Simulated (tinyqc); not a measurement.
# Junctionless gate-all-around wire, depletion approximation, step by step

Program tinyqc, `OMP_NUM_THREADS=1 python tinyqc.py 2460003 2460004 out.jsonl`; Intel Xeon 2.30GHz, shared host, one thread, about 0.01 s. Printed values are rounded.

A uniformly doped n-type wire of radius R under a surrounding gate; long channel. Below flat band a shell from radius rc to R is fully depleted and the neutral core, at channel potential V (0 at the source, Vd at the drain), carries the current with constant mobility; s = (rc/R)^2 is the share of the cross-section that conducts. The edge of the depleted shell is taken as abrupt, so there is no subthreshold current.

Inputs (values chosen for the exercise); material values close to those of germanium: relative permittivity of the semiconductor eps_r = 15.9; relative permittivity of the gate insulator eox = 9; insulator thickness tox = 8.3 nm; wire radius R = 4 nm; donor density Nd = 1.2e19 cm^-3; flat-band voltage Vfb = 1.12 V; effective mobility in the wire mu = 39 cm^2/(V s); gate length L = 0.05 um; gate voltage Vg = 1.05 V; drain voltage Vd = 1 V.

Constants: q = 1.602176634e-19 C, eps0 = 8.8541878128e-14 F/cm where lengths are in cm. Results are converted to the units shown.

## Voltages that deplete the wire

Cox = eps0 eox/(R ln(1 + tox/R)); A = q Nd R^2/(4 eps0 eps_r); B = q Nd R/(2 Cox); VT = Vfb - A - B.

Cox = 1.77351 uF/cm^2
A = 0.0546268 V
B = 0.216814 V
VT = 0.848559 V

Of the 0.271 V needed, 79.9 % drops over the insulator. The device is normally off.

## Iteration 1: conducting share at the source by Newton steps

s at the start = 1

With V = 0: f = A (1 - s + s ln s) + B (1 - s) - (Vfb - Vg); f' = A ln s - B; s(new) = s - f/f'.

f = -0.07 V
f' = -0.216814 V
s after iteration 1 = 0.677143

## Iteration 2: conducting share at the source by Newton steps

As before.

f = 0.00321519 V
f' = -0.238112 V
s after iteration 2 = 0.690646

## Course of the iteration: conducting share at the source by Newton steps

Stop when s changes by less than 1e-11, or after 30 iterations. s must stay positive.

Course of the iteration:
```
iteration         s  |change|
1          0.677143     0.323
2          0.690646    0.0135
3          0.690677   3.08e-5
4          0.690677  1.59e-10
5          0.690677         0
```

Converged in 5 iterations. At the end the number of correct digits about doubles with each step.

## Core radius, conductance and current

s0 = 0.690677
sL = 0

s solves Vfb - Vg + V = A (1 - s + s ln s) + B (1 - s), and s = 0 where the left side exceeds A + B. I = (q mu Nd pi R^2/L)[g(s0) - g(sL)], g = A (s^2/4 - (s^2/2) ln s) + B s^2/2, with s0 at V = 0 and sL at V = Vd. rc = R sqrt(s0); the small-signal conductance at Vd = 0 is q mu Nd pi R^2 s0/L.

rc at the source = 3.32428 nm
conductance = 5.20632 uS
I = 0.475276 uA

The drain end is pinched off, so the current is saturated.
